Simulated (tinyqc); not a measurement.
Non-radiative capture by multiphonon emission, one effective mode: one step, computed by the program tinyqc.

The initial state (free carrier plus empty centre) lies dE above the final state; both have the same frequency and are displaced by dQ.

Problem. Geometry of the two curves. dQ = sqrt(2 S (hbar^2/u)/hbar omega); relaxation energy lambda = S hbar omega; phonons needed P = dE/hbar omega; classical barrier E_b = (dE - lambda)^2/(4 lambda); occupation n = 1/(exp(hbar omega/k_B T) - 1).

Inputs (values chosen for the exercise, with mass, screening and phonons like those of GaSb):

| quantity | value | unit |
|---|---|---|
| energy released dE | 0.466 | eV |
| phonon energy hbar omega | 27.6 | meV |
| Huang-Rhys factor S | 7.92 | - |
| temperature T | 120 | K |

Centre: attractive.

Constants: hbar^2/u = 4.18015928e-03 eV angstrom^2; k_B = 8.617333262e-05 eV/K.

Give: dQ; lambda; P; classical barrier E_b; occupation n.

Solution.

dQ = 1.549 u^(1/2) angstrom

lambda = 0.218592 eV

P = 16.88

classical barrier E_b = 0.07001 eV

occupation n = 0.07448

dE exceeds lambda: the inverted case usual for deep centres, in which the curves cross on the far side of the initial minimum.
